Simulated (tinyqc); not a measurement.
Course in time: spin coating of a resist or spin-on film: centrifugal thinning, evaporation and the final thickness (Emslie and Meyerhofer models). Computed by tinyqc, a small Python program. Command: `OMP_NUM_THREADS=1 python tinyqc.py 3112738 3112739 out.jsonl spincoat walk`. One thread of a shared host (Intel(R) Xeon(R) Processor @ 2.30GHz), about 0.04 s of CPU time with the checks.

A Newtonian film stays uniform over the wafer; solvent and solids have the same density and the concentration is uniform through the thickness.

Inputs (values chosen for the exercise, of the order of those of a polymer resist in an ester solvent):
```
quantity                                 value          unit
solids volume fraction c0                 0.22             -
kinematic viscosity of the solvent nu_s    2.2        mm^2/s
viscosity constant k                      3700        mm^2/s
viscosity exponent gamma                   2.3             -
spin speed f                              1000           rpm
evaporation rate at 1000 rpm e0           0.53  micrometre/s
starting thickness h0                      100    micrometre
wafer radius R                              50            mm
shrinkage in the bake                      7.8             %
```

Method:
- omega = 2 pi f/60; nu(c) = nu_s + k c^gamma; evaporation rate e = e0 sqrt(f/1000 rpm).
- Flow constant K = 2 omega^2/(3 nu(c0)); Reynolds number of the air omega R^2/nu_air with nu_air = 15 mm^2/s.
- Meyerhofer estimate: flow rules until (1 - c0) K h^3 = e, then evaporation alone: h_w = (e/((1 - c0) K))^(1/3), dry film c0 h_w.
- Full model for solids s and liquid l per area, h = s + l, c = s/h: ds/dt = -c Q, dl/dt = -(1 - c) Q - e, Q = 2 omega^2 h^3/(3 nu(c)); integrated adaptively (relative tolerance 1e-9) until l = 0.
- Dry film = s at l = 0, before the bake; film after the bake = s x (1 - shrinkage).
- Times are fractions of the time to dry.

omega = 104.720 1/s

evaporation rate e = 0.53 micrometre/s

dry film = 5370.72 nm

dry film, estimate = 4858.77 nm

History:
```
fraction   t (s)  h (micrometre)        c  nu (mm^2/s)         Q/e  s (nm)
0.003      0.123          92.967  0.22015        116.1  9.5482e+01   20467
0.010      0.411          81.012  0.22054        116.5  6.2928e+01   17866
0.030      1.234          62.322  0.22192        118.2  2.8250e+01   13830
0.100      4.113          39.805  0.22911        127.0  6.8489e+00    9119
0.200      8.226          28.942  0.24460        147.3  2.2704e+00    7079
0.350     14.396          21.438  0.27939        199.2  6.8231e-01    5990
0.500     20.566          16.823  0.33211        295.4  2.2234e-01    5587
0.700     28.792          11.985  0.45142        596.1  3.9834e-02    5410
0.900     37.018           7.554  0.71133       1692.5  3.5136e-03    5374
```

Q/e drops below 1 between t = 8.2 and 14 s, when c has risen from 0.22 to about 0.279; after that row the solids fall by a further 10 %. The full model gives 1.11 times the two-stage estimate.
